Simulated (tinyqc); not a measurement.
Inside a calculation. Method: coupled-perturbed Hartree-Fock on RHF in the 3-21g basis, for H3+, spin multiplicity 1. One step of it, computed by the program tinyqc.

Task: Response to a field: uncoupled start. Field along z; U_ai = -mu_ai / (e_a - e_i), alpha = -4 sum U_ai mu_ai.

orbital energies (hartree): MO1 -1.163030, MO2 -0.282269, MO3 -0.089568, MO4 0.497573, MO5 0.727933, MO6 1.090835

dipole integrals <a|z|i> (bohr):
```
           i1
a2   0.793071
a3  -0.518263
a4  -0.080643
a5  -0.040816
a6   0.072496
```

Give: uncoupled U; uncoupled polarisability.

Result:

uncoupled U:
```
        i1
a2  -0.900
a3   0.483
a4   0.049
a5   0.022
a6  -0.032
```

uncoupled polarisability = 3.886 bohr^3
